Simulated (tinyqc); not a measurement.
Length of a polyene: Hueckel, PPP and singles CI along the polyenes. Computed by the program tinyqc. Hueckel uses the same beta without repulsion; CIS keeps all single excitations and so misses the low, doubly excited 2Ag state. W is the valence ionisation energy of a centre, MN the Mataga-Nishimoto formula, f the oscillator strength.

All-trans chains of carbon centres 1.40 angstrom apart:
```
parameter                               value
beta (eV), times 1 +/- alternation  -2.420000
alternation                                 0
W (eV)                              11.160000
gamma_rr (eV)                        9.780000
repulsion formula                        Ohno
```

Gaps and excitations (eV):
```
centres  Hueckel gap  PPP orbital gap  bright singlet (CIS)      f  lowest triplet (CIS)
2              4.840           11.928                 6.186  0.530                 3.494
4              2.991            9.226                 4.747  1.039                 2.272
6              2.154            7.830                 3.897  1.497                 1.682
8              1.681            6.974                 3.336  1.910                 1.352
10             1.378            6.397                 2.938  2.280                 1.149
12             1.167            5.984                 2.641  2.613                 1.013
14             1.012            5.676                 2.414  2.916                 0.919
```

What does the comparison show, and why?

The Hueckel gap tends to 4 x alternation x |beta| = 0.00 eV for long chains (zero without alternation, falling as 1/N). Exchange opens the PPP orbital gap, and the attraction of electron and hole brings the bright state 3.26 eV below it at 14 centres; the triplet lies 1.50 eV lower still.
